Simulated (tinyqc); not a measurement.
# Worked calculation: threshold of a short bulk MOSFET: charge sharing, barrier lowering, narrow width

Computed by the program tinyqc: `OMP_NUM_THREADS=1 python tinyqc.py 2002007 2002008 out.jsonl`, one thread of a shared Intel Xeon 2.30GHz, about 0.01 s for the whole run. Printed values are rounded.

n-channel device on a p-type body, depletion approximation, full ionisation. Uniform doping N = Na. Vbi from Boltzmann statistics is rough for the degenerate source. Cox = eps0 eox/tox.

Inputs (values chosen for the exercise); band and dielectric values close to those of silicon: temperature T = 250 K; band gap Eg = 1.13 eV; relative permittivity eps_r = 11.6; conduction-band density of states at T Nc = 2.15e19 cm^-3; valence-band density of states at T Nv = 1.99e19 cm^-3; relative permittivity of the gate insulator (close to silicon dioxide) eox = 3.9; insulator thickness tox = 3.1 nm; channel doping Na = 1.4e17 cm^-3; source and drain doping Nsd = 1e20 cm^-3; flat-band voltage for the doping Na Vfb = -0.96 V; junction depth xj = 42 nm; body-source voltage Vbs = 0 V; drain-source voltage Vds = 1.2 V; gate width W = 370 nm; shape factor of the fringing depletion at the width edges xw = 0.7854; channel length L = 400 nm.

Constants: q = 1.602176634e-19 C, kB = 1.380649e-23 J/K, Vt = kB T/q, eps0 = 8.8541878128e-14 F/cm where lengths are in cm. Results are converted to the units shown.

## Long-channel threshold and scales

ni = sqrt(Nc Nv) exp(-Eg/(2 Vt)), Eg in volts; 2 pB = 2 Vt ln(N/ni); flat band Vfb - Vt ln(N/Na); Wd = sqrt(2 eps0 eps_r (2 pB - Vbs)/(q N)); body term q N Wd/Cox; long-channel VT0 = flat band + 2 pB + body term; Vbi = Vt ln(N Nsd/ni^2); scale length l = sqrt((eps_r/eox) tox Wd).

N = 1.4e17 cm^-3
2 pB = 0.9147606 V
flat band = -0.96 V
Wd = 91.52777 nm
body term = 0.1843061 V
VT0 = 0.1390667 V
Vbi = 1.056328 V
l = 29.05052 nm

## Short-channel and narrow-width shifts

Charge sharing (trapezoid; it ignores Vds): F = (xj/L)(sqrt(1 + 2 Wd/xj) - 1), lowering = body term times F. Barrier lowering: th = exp(-L/(2 l)) + 2 exp(-L/l), lowering = th [2 (Vbi - 2 pB) + Vds], DIBL = th. Narrow width: rise = body term times xw Wd/W. VT by each model = VT0 - lowering + rise.

F = 0.1380578
lowering by charge sharing = 25.44489 mV
th = 0.001025564
lowering of the barrier = 1.521050 mV
DIBL = 1.025564 mV/V
narrow-width rise = 35.80813 mV
VT, charge sharing = 0.1494299 V
VT, barrier lowering = 0.1733538 V

L is 13.8 scale lengths. The charge-sharing lowering is 16.7 times the barrier lowering; the first falls off as 1/L and the second exponentially. Both describe the same loss of gate control, so they are alternatives and are not added.
